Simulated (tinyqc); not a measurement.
## Band bending at a free surface with one surface level, surface photovoltage and Kelvin probe: photovoltage against injection

n-type bulk, xi = Ec - EF = Vt ln(Nc/Nd), p0 = ni^2/Nd, ni = sqrt(Nc Nv) exp(-Eg/(2 Vt)), Eg in volts. b is the upward band bending, u = b/Vt. Space charge per area, in units of q: Qc = sign(b) sqrt((2 eps0 eps_r Vt/q) [(Nd + dn)(exp(-u) - 1) + Nd u + (p0 + dn)(exp(u) - 1)]), with dn the excess density under light (flat quasi-Fermi levels; 0 in the dark). The level holds -Ns f, f = 1/(1 + exp((xi + b - Es)/Vt)). Neutrality: Qc + Qf + (charge of the states) = 0.

Under chopped light the surface charge keeps its dark value, so b falls to bL with Qc(bL, dn) = Qc(b, 0); the photovoltage is b - bL.

Inputs (values chosen for the exercise); band and dielectric values close to those of indium phosphide:
```
symbol    value   unit                                    meaning
T           300      K                                temperature
Eg         1.36     eV                                   band gap
eps_r      12.5                             relative permittivity
Nc      5.71e17  cm^-3     conduction-band density of states at T
Nv      1.08e19  cm^-3        valence-band density of states at T
Nd       5.7e16  cm^-3                              donor density
Qf            0  cm^-2       fixed positive charge at the surface
Ns       5.6e11  cm^-2  density of an acceptor-like surface level
Es         0.41     eV        its depth below the conduction edge
```

Constants: q = 1.602176634e-19 C, kB = 1.380649e-23 J/K, Vt = kB T/q, eps0 = 8.8541878128e-14 F/cm where lengths are in cm. Results are converted to the units shown.

Photovoltage against injection:

| dn (cm^-3) | bL (V) | photovoltage (mV) | share of b removed (%) |
|---|---|---|---|
| 6.4e7 | 0.30739 | 0.0042343 | 0.0013775 |
| 1.1e9 | 0.30733 | 0.072585 | 0.023613 |
| 1.9e10 | 0.30620 | 1.2002 | 0.39045 |
| 3.3e11 | 0.29426 | 13.137 | 4.2736 |
| 5.7e12 | 0.25592 | 51.482 | 16.748 |
| 9.9e13 | 0.20092 | 106.48 | 34.638 |
| 1.7e15 | 0.13940 | 167.99 | 54.650 |
| 3e16 | 0.075926 | 231.47 | 75.300 |
| 5.2e17 | 0.026558 | 280.84 | 91.360 |

Read the table: what changes, and by how much?

The photovoltage rises from 0.00423 to 281 mV, towards the full b = 307 mV. Its steepest rise is 50.9 mV a decade (Vt ln 10 = 59.5 mV), and it reaches 91.4 % of b in the last row: even strong light does not flatten the bands fully, so a saturation reading understates b. For dn = 5.2e17 the injection is high, and a Dember voltage, left out here, adds to the signal.

Computed by the program tinyqc: `OMP_NUM_THREADS=1 python tinyqc.py 2430026 2430027 out.jsonl`, one thread of a shared Intel Xeon 2.30GHz, about 0.01 s for the whole run.
